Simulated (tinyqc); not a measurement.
# Free and trapped electrons in a MOS channel with a dense trap tail, step by step

Computed by the program tinyqc: `OMP_NUM_THREADS=1 python tinyqc.py 2222233 2222234 out.jsonl`, one thread of a shared Intel Xeon 2.30GHz, about 0.02 s for the whole run. Printed values are rounded.

p-type body, charge-sheet picture, full ionisation (an idealisation for deep acceptors), Boltzmann statistics for free electrons. e = Ec - EF at the surface. Acceptor-like traps of density D(E) = D0 + De exp(-E/Ew) at depth E below Ec, from 0 to Eu, hold n_t = integral of D(E)/(1 + exp((e - E)/Vt)). psi = Eg - Vt ln(Nv/Na) - e; N_dep = sqrt(2 eps0 eps_r Na (psi - Vt)/q); n_f = sqrt(N_dep^2 + 2 eps0 eps_r Vt Nc exp(-e/Vt)/q) - N_dep; Vg = Vfb + psi + q (N_dep + n_t + n_f)/Cox, Cox = eps0 eox/tox.

Inputs (values chosen for the exercise); band and dielectric values close to those of gallium nitride: temperature T = 300 K; band gap Eg = 3.34 eV; relative permittivity eps_r = 9.64; conduction-band density of states at T Nc = 2.34e18 cm^-3; valence-band density of states at T Nv = 4.63e19 cm^-3; relative permittivity of the insulator eox = 3.9; insulator thickness tox = 34 nm; acceptor density Na = 9.8e15 cm^-3; flat-band voltage without trapped charge Vfb = -2.3 V; constant background density of acceptor-like traps D0 = 6.5e10 cm^-2 eV^-1; density of the tail at the conduction edge De = 1.1e13 cm^-2 eV^-1; decay energy of the tail Ew = 0.07 eV; depth below Ec down to which the traps reach Eu = 0.86 eV; mobility of free electrons mf = 170 cm^2/(V s); Ec - EF at the surface e = 0.045 eV.

Constants: q = 1.602176634e-19 C, kB = 1.380649e-23 J/K, Vt = kB T/q, eps0 = 8.8541878128e-14 F/cm where lengths are in cm. Results are converted to the units shown.

Range of the model: EF lies less than 2 Vt below the band edge, or above it, where degeneracy and confinement, left out, matter.

## Trapped charge

Trapezoid rule on 12 equal steps from 0 to Eu, f = 1/(1 + exp((e - E)/Vt)).

```
point      E (eV)  D(E) f (cm^-2 eV^-1)
0               0           1.651195e12
1      0.07166667           2.960973e12
2       0.1433333           1.452095e12
3           0.215           5.741037e11
4       0.2866667           2.481480e11
5       0.3583333           1.307982e11
6            0.43           8.863650e10
7       0.5016667           7.349080e10
8       0.5733333           6.805010e10
9           0.645           6.609567e10
10      0.7166667           6.539359e10
11      0.7883333           6.514139e10
12           0.86           6.505079e10
```

n_t = 4.766585e11 cm^-2

With 1600 steps n_t = 4.908e11 cm^-2; the coarse value is 2.9 % below it.

## Charges and gate voltage

psi, N_dep, n_f and Vg as defined, with the n_t given; free share n_f/(n_f + n_t); apparent mobility mf n_f/(n_f + n_t); gate voltage spent on traps q n_t/Cox.

psi = 3.076279 V
N_dep = 5.643727e11 cm^-2
n_f = 9.256812e10 cm^-2
Vg = 2.564559 V
free share = 16.26209 %
apparent mobility = 27.64555 cm^2/(V s)
gate voltage spent on traps = 0.7519402 V
